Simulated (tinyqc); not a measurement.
# Worked calculation: cell-based percolation model of oxide breakdown

Program tinyqc, `OMP_NUM_THREADS=1 python tinyqc.py 2070121 2070122 out.jsonl`; Intel Xeon 2.30GHz, shared host, one thread, about 0.01 s. Printed values are rounded.

The oxide, of thickness n a, is cut into cubic cells. A cell is defective with the chance l = 1 - exp(-a^3 N), N = N1 (t/1 s)^al. A column of n defective cells breaks the oxide down, and the area holds M = A/a^2 independent columns: 1 - F = (1 - l^n)^M.

Values chosen for this exercise: edge of a cell a = 1.1 nm; cells across the oxide n = 2; area A = 0.013 um^2; exponent of defect growth al = 0.96; defect density after 1 s N1 = 1.6e18 cm^-3.

## Critical defect density

At F = 1 - 1/e: l_c = (1 - exp(-1/M))^(1/n), N_bd = -ln(1 - l_c)/a^3, t63 = (N_bd/N1)^(1/al). W = ln(-ln(1 - F)); for small l, W = ln M + n ln(a^3 N), so the Weibull slope is n al.

thickness = 2.2 nm
M = 10743.80
l_c = 0.009647414
N_bd = 7.283435e18 cm^-3
N_bd times thickness = 1.602356e12 cm^-2
t63 = 4.848885 s
n al = 1.92

## The distribution

| point | t (s) |
|---|---|
| 0 | 0.04 |
| 1 | 0.13 |
| 2 | 0.44 |
| 3 | 1.5 |
| 4 | 3.4 |
| 5 | 4.8 |
| 6 | 7.8 |

N, l, F and W = ln(-ln(1 - F)) at each time; the slope is taken between the end points.

| point | N (cm^-3) | l | F | W |
|---|---|---|---|---|
| 0 | 7.279433e16 | 9.688456e-5 | 1.008429e-4 | -9.201896 |
| 1 | 2.256865e17 | 3.003436e-4 | 9.686891e-4 | -6.939082 |
| 2 | 7.275026e17 | 9.678373e-4 | 0.01001335 | -4.598808 |
| 3 | 2.361389e18 | 0.003138075 | 0.1003957 | -2.246202 |
| 4 | 5.180119e18 | 0.006871024 | 0.3978432 | -0.678776 |
| 5 | 7.212928e18 | 0.009554470 | 0.6249980 | -0.019362 |
| 6 | 1.149558e19 | 0.01518415 | 0.9160355 | 0.907194 |

slope = 1.917142

The slope is 0.15 % below n al, since l grows a little more slowly than N.
